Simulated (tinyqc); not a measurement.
## Thermionic emission over a Gaussian spread of barriers: effect of temperature

Metal on an n-type semiconductor with one parabolic valley; V > 0 is forward bias (metal positive). Patches of barrier height b are spread as a Gaussian with mean phi - r2 V and variance sg^2 + r3 V; each carries A* T^2 exp(-b/Vt) [exp(V/Vt) - 1].

A* = 4 pi q me m0 kB^2/h^3 (times 1e-4 for A/(cm^2 K^2)). The mean of exp(-b/Vt) gives the apparent barrier phi_ap(V) = phi - r2 V - (sg^2 + r3 V)/(2 Vt), J = A* T^2 exp(-phi_ap/Vt) [exp(V/Vt) - 1], and 1/n = 1 + r2 + r3/(2 Vt). J0 = A* T^2 exp(-phi_ap(0)/Vt); the current at zero bias is centred on b = phi - sg^2/Vt.

Parameters, values chosen for the exercise; band and dielectric values close to those of indium phosphide: electron mass me = 0.0805 m0; barrier height seen from the metal phi = 1.01 eV; standard deviation of the barrier heights sg = 0.042 eV; shift of the mean barrier per volt, with its sign reversed (rho2) r2 = -0.059; change of sg^2 per volt (rho3) r3 = -0.001 V.

Constants: q = 1.602176634e-19 C, kB = 1.380649e-23 J/K, h = 6.62607015e-34 J s, m0 = 9.1093837015e-31 kg, Vt = kB T/q. Results are converted to the units shown.

Results:

| T (K) | phi_ap(0) (eV) | n | J0 (A/cm^2) | barrier that carries most current (eV) |
|---|---|---|---|---|
| 100 | 0.9076 | 1.133 | 1.746e-41 | 0.8053 |
| 140 | 0.9369 | 1.112 | 3.558e-29 | 0.8638 |
| 220 | 0.9635 | 1.093 | 3.972e-17 | 0.9170 |
| 260 | 0.9706 | 1.089 | 1.002e-13 | 0.9313 |
| 300 | 0.9759 | 1.085 | 3.513e-11 | 0.9418 |
| 350 | 0.9808 | 1.082 | 8.943e-9 | 0.9515 |
| 400 | 0.9844 | 1.079 | 6.119e-7 | 0.9588 |

Estimate the missing row, T = 180 K.

Computed row:

| T (K) | phi_ap(0) (eV) | n | J0 (A/cm^2) | barrier that carries most current (eV) |
|---|---|---|---|---|
| 180 | 0.9531 | 1.100 | 6.449e-22 | 0.8963 |

With this row back in the table: The apparent barrier rises from 0.908 to 0.984 eV and n falls from 1.13 to 1.08. A Richardson plot, ln(J0/T^2) against 1/Vt, has the slope -0.835 eV between the first two rows and -0.955 eV between the last two, against phi = 1.01 eV: the plot bends, because cold electrons seek the low patches. In 2 of the 8 rows sg exceeds 3 Vt, so the current comes from more than three deviations below the mean, a tiny share of the area that a Gaussian of independent patches describes poorly.

Numbers from tinyqc (`OMP_NUM_THREADS=1 python tinyqc.py 2640032 2640033 out.jsonl`; about 0.01 s on one thread of a shared Intel Xeon 2.30GHz).
